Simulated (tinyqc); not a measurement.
Conductivity against temperature: Debye-Callaway model of lattice thermal conductivity. Computed by tinyqc, a small Python program. Command: `OMP_NUM_THREADS=1 python tinyqc.py 3017679 3017680 out.jsonl callaway walk`. One thread of a shared host (Intel(R) Xeon(R) Processor @ 2.30GHz), about 0.01 s of CPU time with the checks.

Three acoustic branches with one velocity v, cut at omega_D = k_B Theta/hbar; x = hbar omega/(k_B T). v and Theta are separate inputs: Theta cuts off the heat-carrying modes, so C need not reach 3 k_B/V. gamma is an effective value that sets the umklapp rate. Heat flows along the wire.

Inputs (values chosen for the exercise, modelled on indium phosphide):
```
quantity,value,unit
sound velocity v,3400,m/s
Debye temperature Theta,330,K
volume per atom V,25.3,angstrom^3
mean atomic mass M,72.9,u
effective Grueneisen parameter gamma,1.6,-
umklapp exponent divisor b,2.5,-
mass variance Gamma,1.7e-05,-
wire diameter D,0.056,micrometre
specularity p,0.8,-
normal-process factor f_N,3.7,-
```

Sample: wire. Point defects: isotopes. Normal processes: included.

Constants: k_B = 1.380649e-23 J/K; hbar = 1.054571817e-34 J s; u = 1.6605390666e-27 kg.

Method:
- Gamma is given directly by the isotope mixture. A = V Gamma/(4 pi v^3).
- Rates: point defects A omega^4; umklapp B omega^2 T exp(-Theta/(b T)) with B = hbar gamma^2/(M v^2 Theta); normal processes f_N B omega^2 T (T/Theta)^2. Boundaries: v/Lambda_B with Lambda_B = D (1 + p)/(1 - p).
- kappa_1 = c int tau_C g dx, g = x^4 e^x/(e^x - 1)^2, c = (k_B/(2 pi^2 v)) (k_B T/hbar)^3, over 0 < x < min(Theta/T, 40), by 96 Gauss-Legendre points in s with x = x_max s^2; 1/tau_C = 1/tau_R + 1/tau_N; kappa_2 = c [int (tau_C/tau_N) g dx]^2 / int (tau_C/(tau_N tau_R)) g dx; kappa = kappa_1 + kappa_2.
- The boundary limit is C v^2/(3 x boundary rate), with C = 3 c int g dx / v^2.

Rayleigh coefficient A = 8.70809e-46 s^3

Kappa (W/(m K)):
```
T (K),all processes,without point defects,boundary limit
3.3,0.063878,0.063879,0.063879
6.6,0.51097,0.51103,0.51103
12,3.0678,3.0716,3.0716
20,14.085,14.210,14.217
33,58.291,60.676,62.152
56,158.05,168.14,225.58
99,162.91,168.76,498.15
160,99.818,101.63,668.76
260,52.600,53.112,757.32
430,26.882,27.028,796.08
```

What follows from these numbers?

kappa peaks among these rows at 99 K (T/Theta = 0.300) with 163 W/(m K). The exponent d ln kappa/d ln T is 3.00 at the cold end, the T^3 law of boundary scattering, and -1.33 at the hot end. The normal rate is taken to grow as T^3 at all T, which overstates it above Theta. Point defects cost most at 56 K, a factor 1.06.

Extremes, crossings and ranges named in words are read from the listed rows.
